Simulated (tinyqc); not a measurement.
Anisotropic wet etching of Si(100): plane rates, V-grooves, membranes and undercut: one step, computed by the program tinyqc.

A long slot opens the mask on a (100) wafer. The floor etches at R100; (111) walls stand at theta = arctan(sqrt2) = 54.7356 degrees to the surface and recede at R111 along their normal.

Task: Shape after the time t. A misaligned edge exposes ledges and adds R100 sin(misalignment) to the lateral rate (a simple estimate): u = R111/sin(theta) + R100 sin(misalignment). Top width W = w + 2 u t; floor width b = W - 2 z/tan(theta) = W - sqrt2 z. The floor lasts until b = 0, at t_V = w/(sqrt2 R100 - 2u); depth z = R100 t before t_V and W/sqrt2 after.

Inputs (values chosen for the exercise, close to those used for potassium hydroxide solutions):
```
quantity                                                                  value     unit
bath temperature T                                                           70        C
width w (mask opening along <110>, or membrane width in the design step)     24       um
misalignment of the mask                                                      0  degrees
etch time t                                                                  20      min
```

R100 = 0.8928736 um/min

R111 = 0.002762167 um/min

Give: lateral rate u; time t_V to close the V; top width W; depth z; floor width b.

Result:

lateral rate u = 0.003383 um/min

time t_V to close the V = 19.11 min

top width W = 24.14 um

depth z = 17.07 um

floor width b = 0 um

The groove has closed to a V and now deepens at sqrt2 u = 0.00478 um/min, 0.5 % of R100.
